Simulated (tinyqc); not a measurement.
From surface time back to surface recombination velocity S: photoconductance decay in a wafer: bulk and surface recombination modes, and iron detection by pair splitting. Computed by tinyqc, a small Python program. Command: `OMP_NUM_THREADS=1 python tinyqc.py 3110640 3110641 out.jsonl pcd inv`. One thread of a shared host (Intel(R) Xeon(R) Processor @ 2.30GHz), about 0.1 s of CPU time with the checks.

Both faces of the wafer have the same S; injection is low and all coefficients are constant. x runs from -W/2 to W/2.

Inputs (values chosen for the exercise, modelled on p-type silicon): thickness W = 775 micrometre; diffusivity D = 24.5 cm^2/s; bulk lifetime tau_b without iron = 440 microsecond.

Method. Even modes cos(a x) obey b tan b = S W/(2 D) with b = a W/2, odd modes sin(a x) obey -b cot b = S W/(2 D); each decays at the rate 1/tau_b + D a^2. tau_eff is the decay time of the first mode. The surface time is 1/(D a^2) of that mode; shortcuts for it are W/(2 S), W^2/(pi^2 D) and their sum, whose error is sum/surface time - 1.

Question. A run gave the result below. Find the surface recombination velocity S, known to lie between 6.9 and 17 cm/s.

surface time = 3746.413 microsecond

Answer.

Each step takes the trial c = (a f_b - b f_a)/(f_b - f_a), f being the result less the target and a, b, c the logarithms of the listed values; c replaces end b, the old b replaces a if the sign of f changed, and otherwise f_a is halved.

Scan of the range:
```
surface recombination velocity S (cm/s)  surface time (microsecond)
6.90                                                        5636.39
8.02                                                        4852.12
9.32                                                        4178.17
10.80                                                       3608.42
12.60                                                       3095.85
14.60                                                       2674.57
17.00                                                       2299.88
```

False position (Illinois rule, in the logarithm of the input) inside the bracket:
```
step    end a    end b    trial  surface time (microsecond)
1      9.3200  10.8000  10.4213                     3738.81
2      9.3200  10.4213  10.3817                     3752.97
3     10.4213  10.3817  10.4000                     3746.41
4     10.3817  10.4000  10.4000                     3746.41
5     10.3817  10.4000  10.4000                     3746.41
6     10.4000  10.4000  10.4000                     3746.41
```

Surface time falls at every point of a 13-point scan of the range (every second point is shown), so one value fits; it is bracketed by 9.32 and 10.8. Answer: surface recombination velocity S = 10.40 cm/s.
